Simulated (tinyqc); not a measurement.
Kinetics of strain relaxation and threading dislocations in mismatched semiconductor layers. Changing the growth temperature of the buffer T_g. Computed by tinyqc, a small Python program. Command: `OMP_NUM_THREADS=1 python tinyqc.py 3014852 3014853 out.jsonl threading sweep`. One thread of a shared host (Intel(R) Xeon(R) Processor @ 2.30GHz), about 0.01 s of CPU time with the checks.

60-degree dislocations on {111} planes of a (001) layer, isotropic elasticity. The Schmid factor is 1/sqrt(6), and a misfit segment relieves strain with b/2.

Inputs (values chosen for the exercise, modelled on Ge on Si):

| quantity | value | unit |
|---|---|---|
| misfit f | 0.0389 | - |
| shear modulus G | 54.4 | GPa |
| Poisson ratio nu | 0.26 | - |
| Burgers vector b | 4 | angstrom |
| glide activation energy Q | 1.65 | eV |
| velocity prefactor v0 | 29000 | m/s per MPa |
| grading rate (misfit per thickness) R_f | 0.0032 | 1/micrometre |
| growth rate R_g | 0.43 | nm/s |

Constants: k_B = 8.617333262e-05 eV/K.

Method. In steady grading, strain is fed at R_f R_g and relieved at (b/4) rho v. As a glide-limited estimate, the driving stress is taken as the mean stress of the strained top zone, whose depth z solves R_f z/2 = e_eq(z), with strain R_f z at the surface; tau_g = S R_f z/2 is its mean; then rho = 4 R_f R_g/(b m tau_g), m = v0 exp(-Q/(k_B T_g)), S = (1/sqrt 6) 2 G (1 + nu)/(1 - nu), e_eq(z) = b (1 - nu/4) [ln(z/b) + 1]/(4 pi (1 + nu) z).

One run for each value:

| growth temperature of the buffer T_g (K) | thread density of the buffer (1/cm^2) |
|---|---|
| 618 | 3.3127e+07 |
| 654 | 6.0187e+06 |
| 691 | 1.2551e+06 |
| 727 | 3.1824e+05 |
| 763 | 9.1849e+04 |
| 800 | 2.8775e+04 |
| 836 | 1.0266e+04 |
| 872 | 3.9879e+03 |

Over the rows, thread density of the buffer (1/cm^2) falls from 3.31e7 to 3990 (exponent d ln y / d ln x -30 between the first rows and -22 between the last). The density follows exp(Q/(k_B T_g)); real buffers level off where nucleation and pile-ups at the rough surface take over.

Caution (rows 763, 800, 836, 872): real buffers seldom go below 1e5 /cm^2, as pile-ups and nucleation take over; this value is a lower bound.
